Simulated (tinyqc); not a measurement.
Inside a calculation. Method: plane-wave Kohn-Sham cycle with exchange-only LDA in a layered model solid. One step of it, computed by the program tinyqc.

Question. Iteration 1: levels at that k. Diagonalise the Hermitian matrix.

H (hartree), order -2, -1, +0, +1, +2:
```
[[0.157147, -0.095000, -0.100000, 0.000000, 0.000000],
 [-0.095000, -0.106042, -0.095000, -0.100000, 0.000000],
 [-0.100000, -0.095000, -0.193772, -0.095000, -0.100000],
 [0.000000, -0.100000, -0.095000, -0.106042, -0.095000],
 [0.000000, 0.000000, -0.100000, -0.095000, 0.157147]]
```

Give: eigenvalues.

Answer.

eigenvalues (hartree): [-0.3858, -0.0695, -0.0497, 0.2008, 0.2126]
